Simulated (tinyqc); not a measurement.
Undoped symmetric double-gate MOSFET, analytic potential model: one step of the calculation.

An undoped body of thickness ts between two equal insulators and tied gates; long channel, electrons only, n = ni exp((psi - V)/Vt) with V the quasi-Fermi potential (0 at the source, Vd at the drain), constant mobility, no quantisation. Across the body psi(x) = V - 2 Vt ln[(ts/(2 beta)) sqrt(q ni/(2 eps0 eps_r Vt)) cos(2 beta x/ts)], x from the centre. Q is the electron charge per area of the whole body.

Task. beta at the source by Newton steps. With V = 0: f = ln(beta) - ln(cos beta) + 2 r beta tan(beta) - (Vg - V0)/(2 Vt); f' = 1/beta + tan(beta) + 2 r [tan(beta) + beta/cos^2(beta)]; beta(new) = beta - f/f'.

Parameters, values chosen for the exercise: temperature T = 300 K; gate voltage Vg = 1.21 V.

Constants: q = 1.602176634e-19 C, kB = 1.380649e-23 J/K, Vt = kB T/q. Results are converted to the units shown.

beta at the start = 1.5
r = 0.28197309
V0 = 0.92056047 V

Give: f; f'; beta after iteration 1.

Result.

f = 9.385
f' = 191.8
beta after iteration 1 = 1.451

tinyqc, about 0.03 s, one thread, Intel Xeon 2.30GHz (shared host): `OMP_NUM_THREADS=1 python tinyqc.py 2440138 2440139 out.jsonl`
